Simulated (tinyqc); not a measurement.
Line shape against size: Raman line shape of confined optical phonons and breathing modes of small crystals. Computed by tinyqc, a small Python program. Command: `OMP_NUM_THREADS=1 python tinyqc.py 3022166 3022167 out.jsonl confine walk`. One thread of a shared host (Intel(R) Xeon(R) Processor @ 2.30GHz), about 0.02 s of CPU time with the checks.

Confinement in 1 direction(s) lets phonons with q away from zero scatter light. q is in units of 2 pi/a, from 0 to 1, and the branch is isotropic: omega(q)^2 = (omega_0^2 + omega_X^2)/2 + ((omega_0^2 - omega_X^2)/2) cos(pi q). The model and its constant beta are phenomenological; beta = 8 is the common choice.

Inputs (values chosen for the exercise, modelled on silicon):
```
quantity                                value      unit
bulk frequency omega_0                  520.7      1/cm
frequency at the zone boundary omega_X    431      1/cm
natural width Gamma_0                     3.4      1/cm
lattice constant a                      5.431  angstrom
size L                                    3.1        nm
confinement constant beta                   4         -
```

Shape: film.

Method:
- Weight W(q) = q^0 exp(-(2 L q/a)^2/(2 beta)) dq, that is exp(-k^2 L^2/(2 beta pi^2)) for k = 2 pi q/a.
- Width q_c = a sqrt(2 beta)/(2 L), where the exponential falls to 1/e; curvature of the branch: omega(q) = omega_0 - c q^2, c = pi^2 (omega_0^2 - omega_X^2)/(8 omega_0); for small q_c the mean of q^2 is (number of confined directions) q_c^2/2, and the mean shift is -c times that.
- I(omega) = int W(q) / [(omega - omega(q))^2 + (Gamma_0/2)^2] dq / int W dq x (Gamma_0/2)^2, by 400 Gauss-Legendre points on 0 < q < min(1, 2.5 a sqrt(2 beta)/L).
- The peak is the maximum of I; the width is taken between the half-maximum points, and the asymmetry is the low-side half-width over the high-side one.

mean shift, quadratic estimate = -6.20799 1/cm

Line shape:
```
L (nm)  peak shift (1/cm)  full width (1/cm)  asymmetry  mean shift, quadratic estimate (1/cm)
3                -0.83759             7.0251      2.323                                -6.6288
3.6              -0.78805             6.3576     2.0635                                -4.6033
4.4              -0.72218             5.6914     1.8087                                -3.0815
5.5              -0.63638             5.0544     1.5697                                -1.9722
7                -0.53304              4.499     1.3657                                -1.2175
10               -0.37526             3.9246     1.1611                               -0.59659
15               -0.21863             3.5759     1.0447                               -0.26515
25              -0.091482               3.43     1.0044                              -0.095454
```

The peak shift falls with exponent -0.33 at the small end and -1.71 at the large end. For still larger L it tends to the mean shift, which goes as 1/L^2; the ratio is 0.13 in the first row and 0.96 in the last. The width exceeds Gamma_0 by over 10 % for L up to 10 nm. In a film the weight is largest at q = 0, so the peak hardly moves and a tail grows instead.

Extremes, crossings and ranges named in words are read from the listed rows.
